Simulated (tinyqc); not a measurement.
X-ray photoelectron analysis of a thin oxide on a semiconductor: attenuation lengths, thickness, angle series and band offsets: one step, computed by the program tinyqc. Command: `OMP_NUM_THREADS=1 python tinyqc.py 3114351 3114352 out.jsonl xps walk`. One thread of a shared host (Intel(R) Xeon(R) Processor @ 2.30GHz), about 0.01 s of CPU time with the checks.

The same element is seen in the oxide and in the substrate, at nearly the same kinetic energy; films are flat and uniform, and the work function is ignored.

Task: Peak ratio. R_0 = (rho_o/M_o) L_o/((rho_s/M_s) L_s); peak ratio R = I_ox/I_sub = R_0 [exp(d/(L_o cos theta)) - 1]; hence d = L_o cos theta ln(1 + R/R_0). A carbon layer weakens both peaks alike, by exp(-d_C/(L_o cos theta)) if its L is taken equal to L_o. This R_0 leaves out intrinsic losses from the substrate peak, so calibrated values can be larger.

Inputs (values chosen for the exercise, modelled on SiO2 on silicon):
```
quantity                        value     unit
oxide density                    2.23   g/cm^3
oxide formula mass              60.08    g/mol
substrate density                2.33   g/cm^3
substrate formula mass          28.09    g/mol
oxide thickness d                0.65       nm
emission angle from the normal     15  degrees
carbon overlayer                 0.56       nm
```

L in the oxide = 3.639717 nm

L in the substrate = 2.904375 nm

Give: R_0; d/(L_o cos theta); ratio R; oxide share of the counts; attenuation by carbon; depth 3 L_o cos theta.

Result:

R_0 = 0.5608

d/(L_o cos theta) = 0.1849

ratio R = 0.1139

oxide share of the counts = 0.1022

attenuation by carbon = 0.8528

depth 3 L_o cos theta = 10.55 nm
